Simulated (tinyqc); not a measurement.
Implanted layer, carriers, mobility and sheet resistance: two steps of the calculation.

A p-type layer from the surface x = 0 to the junction xj, N(x) = N0 exp(-(x - Rp)^2/(2 sg^2)). Local neutrality (no depletion at surface or junction, no spilling of carriers), intrinsic carriers neglected, full ionisation of active dopants.

Values chosen for this exercise; values close to those of boron in silicon over an n-type background:
- T = 300 K (temperature)
- Nb = 5.2e14 cm^-3 (background doping of the opposite type)
- N0 = 1.2e20 cm^-3 (peak chemical concentration)
- m1 = 46.4 cm^2/(V s) (mobility limit at high doping)
- m2 = 461 cm^2/(V s) (mobility limit at low doping, at 300 K)
- Nr = 2.16e17 cm^-3 (reference doping of the mobility law)
- am = 0.697 (exponent of the mobility law)
- bt = 2 (temperature exponent of m2)
- Ns = 1.93e20 cm^-3 (solubility limit of active dopant)
- sg = 24 nm (straggle after annealing)
- Rp = 14 nm (projected range)

Constants: q = 1.602176634e-19 C. Results are converted to the units shown.

Question 1. Junction depth and local values. xj = Rp + sg sqrt(2 ln(N0/Nb)); 10 equal steps from 0 to xj. Active dopant A = min(N, Ns); p = A - Nb; mobility mu = m1 + (m2 (T/300 K)^(-bt) - m1)/(1 + ((A + Nb)/Nr)^am).

Find: xj; x; N; A; p; mu.

Answer 1.

xj = 133.3 nm
x, point 0 to 10 (nm): [0.0, 13.3, 26.7, 40.0, 53.3, 66.6, 80.0, 93.3, 106.6, 119.9, 133.3]
N, point 0 to 10 (cm^-3): [1.012e20, 1.200e20, 1.044e20, 6.679e19, 3.138e19, 1.083e19, 2.747e18, 5.116e17, 7.002e16, 7.040e15, 5.200e14]
A, point 0 to 10 (cm^-3): [1.012e20, 1.200e20, 1.044e20, 6.679e19, 3.138e19, 1.083e19, 2.747e18, 5.116e17, 7.002e16, 7.040e15, 5.200e14]
p, point 0 to 10 (in units of 1e20 cm^-3): [1.012, 1.200, 1.044, 0.668, 0.314, 0.108, 0.027, 0.005, 0.001, 0.000, 0.000]
mu, point 0 to 10 (cm^2/(V s)): [52.02, 51.40, 51.91, 53.88, 58.91, 71.82, 106.6, 193.1, 330.7, 424.5, 451.2]

The mobility runs from 51.4 to 451 cm^2/(V s).

Question 2. Sheet quantities by the trapezoid rule. Dose = integral of N, carrier sheet density = integral of p, 1/Rs = q integral of p mu, mean mobility 1/(q Rs sheet density), Hall mobility (unit Hall factor) = integral of p mu^2 over integral of p mu, Hall sheet density = (integral of p mu)^2/integral of p mu^2; all from 0 to xj.

x, point 0 to 10 (nm): [0.00000, 13.32738, 26.65477, 39.98215, 53.30953, 66.63692, 79.96430, 93.29168, 106.61907, 119.94645, 133.27384]
N, point 0 to 10 (cm^-3): [1.0122572e20, 1.1995288e20, 1.0442599e20, 6.6785875e19, 3.1378973e19, 1.0831059e19, 2.7465102e18, 5.1164603e17, 7.0022255e16, 7.0401299e15, 5.2e14]
p, point 0 to 10 (in units of 1e20 cm^-3): [1.0122520, 1.1995236, 1.0442547, 0.6678536, 0.3137845, 0.1083054, 0.0274599, 0.0051113, 0.0006950, 0.0000652, 0.0000000]
mu, point 0 to 10 (cm^2/(V s)): [52.024990, 51.404921, 51.905876, 53.882158, 58.910503, 71.815004, 106.61465, 193.14312, 330.68202, 424.45902, 451.18297]

Give: dose; carrier sheet density; Rs; mean mobility; Hall mobility; Hall sheet density.

Answer 2.

dose = 5.162e14 cm^-2
carrier sheet density = 5.162e14 cm^-2
Rs = 224.5 ohm/square
mean mobility = 53.86 cm^2/(V s)
Hall mobility = 55.27 cm^2/(V s)
Hall sheet density = 5.030e14 cm^-2

Carriers make up 100 % of the dose. A Hall measurement weights the mobile tail, so its sheet density is 2.5 % below the true one.

tinyqc, about 0.01 s, one thread, Intel Xeon 2.30GHz (shared host): `OMP_NUM_THREADS=1 python tinyqc.py 2110034 2110035 out.jsonl`
